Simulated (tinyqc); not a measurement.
Five-level k.p model folded onto the conduction band: sweeps and comparisons. A value that a table varies takes the place of the one given here.

For k along z and one spin sector the level c couples to four states. With c0 = hbar^2/2m0, P = sqrt(Ep c0), P2 = sqrt(Ep2 c0): diagonal Eg + (1 + Cm) c0 k^2 for c, and 0, -Dso, E7 + D2, E7 for lh, so, G8 up, G7 up (their own dispersion is left out); couplings of c: sqrt(2/3) P k to lh, sqrt(1/3) P k to so, sqrt(2/3) P2 k to G8 up, sqrt(1/3) P2 k to G7 up (phases chosen real).

Expanding E = H_cc + S(E) about Eg in powers of k^2, with s_n = sum_j H_cj^2/(Eg - H_jj)^n: order k^2: e2 = (1 + Cm) c0 k^2 + s1; order k^4: e4 = -s2 e2; order k^6: e6 = s3 e2^2 + s2^2 e2.

Second-order sums for the lowest conduction level at E: 1/m = 1 + Cm + (Ep/3)(2/E + 1/(E + Dso)) - (Ep2/3)(2/(E7 + D2 - E) + 1/(E7 - E)); g/2 = 1 + Cg - (Ep/3)(1/E - 1/(E + Dso)) - (Ep2/3)(1/(E7 - E) - 1/(E7 + D2 - E)). E is counted from the top of the valence band; E = Eg at the edge.

Constants: hbar^2/2m0 = 3.80998211 eV angstrom^2.

Inputs chosen for the exercise (near those of InAs; the results hold for these values, not for the real material): Eg = 0.417 eV (gap at Gamma to the s-like level); Dso = 0.392 eV (spin-orbit splitting); Ep = 21.6 eV (Kane energy); E7 = 4.35 eV (upper Gamma7 conduction level, from the valence top); D2 = 0.16 eV (its spin-orbit splitting, Gamma8 above Gamma7); Ep2 = 4.8 eV (Kane energy to the upper levels); Cm = -2 (remote term in 1/m); Cg = 0 (remote term in g/2).

## How far the series holds

Energies from Eg; Pk/Eg measures the coupling.

Levels (eV):
```
k (1/angstrom)  Pk/Eg  to k^2   to k^4  to k^6   exact
0.0069          0.150  0.0075   0.0074  0.0074  0.0074
0.0158          0.344  0.0392   0.0357  0.0363  0.0362
0.0246          0.535  0.0951   0.0745  0.0834  0.0803
0.0335          0.729  0.1763   0.1054  0.1621  0.1347
0.0424          0.922  0.2825   0.1004  0.3337  0.1949
0.0512          1.114  0.4119   0.0248  0.7481  0.2579
0.0601          1.307  0.5676  -0.1675  1.7248  0.3235
0.0690          1.501  0.7481  -0.5290  3.8046  0.3904
```

What does this show, and why?

Within 2 % of the exact level stay: the k^2 term up to Pk/Eg = 0.15, the sum to k^4 up to Pk/Eg = 0.34, the sum to k^6 up to Pk/Eg = 0.34. In the last row the errors are +358, -919 and +3414 meV: higher orders make it worse, since the series in k^2 converges only for Pk below about Eg/2 in the two-level limit E = Eg/2 + sqrt(Eg^2/4 + P^2 k^2).

## Mass and g factor above the band edge

The sums are evaluated at E = Eg + dE, as is done for confined or hot electrons.

Results:
```
dE (meV)    m(E)     g(E)  m(E)/m(Eg)  1 + dE/Eg
0         0.0242  -14.764      1.0000     1.0000
10        0.0248  -14.173      1.0228     1.0240
25        0.0256  -13.345      1.0571     1.0600
50        0.0270  -12.104      1.1143     1.1199
75        0.0284  -11.012      1.1716     1.1799
100       0.0298  -10.045      1.2291     1.2398
150       0.0326   -8.416      1.3447     1.3597
```

What can be read from the table?

Over 150 meV the mass grows by 34.5 %, against 36.0 % for two levels alone, and g moves from -14.764 to -8.416, towards the free value 2.

## Six materials (three-level Kane formulas for mass and g factor)

1/m = 1 + (Ep/3)(2/Eg + 1/(Eg + Dso)), g = 2 - (2 Ep/3)(1/Eg - 1/(Eg + Dso)). The inputs are values chosen for the exercise.

Results:
```
case         Eg (eV)  Dso (eV)  Ep (eV)  m (m0)        g   Eg/Ep
A near GaAs    1.543     0.342     25.6  0.0603   -0.007  0.0603
B near ZnSe    2.842     0.401     24.7  0.1071    1.284  0.1151
C near InSb    0.236     0.823     23.2  0.0135  -48.932  0.0102
D near Ge      0.884     0.292     26.1  0.0356   -2.887  0.0339
E near InAs    0.409     0.393     21.1  0.0226  -14.853  0.0194
F near InP     1.405     0.109     20.9  0.0644    1.286  0.0672
```

What can be read from the table?

The mass follows the gap: m/(Eg/Ep) lies between 0.93 and 1.33, while m itself spans a factor of 7.9. The order by mass differs from the order by gap. g is negative for A, C, D and E; it needs Ep Dso > 3 Eg (Eg + Dso). Where g is small, two larger terms cancel: 5 % in Ep moves g by (2 - g)/20, and the levels left out move it by tenths. Remote bands, left out here, make real masses heavier, by up to a half in the wider-gap crystals. All rows are for the Gamma valley, which is not the lowest one in GaP and Ge.

## What each parameter does

Mass and g at E = Eg. Each row changes one parameter from the base and keeps the others.

Results:
```
case             m (m0)         g
base            0.02425  -14.7644
Eg = 0.459 eV   0.02657  -12.4838
Dso = 0.431 eV  0.02449  -15.5830
Ep = 23.76 eV   0.02194  -16.4377
E7 = 3.915 eV   0.02433  -14.7726
D2 = 0.176 eV   0.02424  -14.7675
Ep2 = 5.28 eV   0.02432  -14.7676
```

What does this show?

The largest shifts from the base row, up to three for each result and ties (the steps differ in size, so this ranks the rows, not the parameters). m (m0): Eg +0.00233, Ep -0.00231, Dso +0.00024. g: Eg +2.2807, Ep -1.6733, Dso -0.8186.

(tinyqc, `OMP_NUM_THREADS=1 python tinyqc.py 1080732 1080733 out.jsonl`, Intel(R) Xeon(R) Processor @ 2.30GHz, 1 thread, shared host, about 0.01 s.)
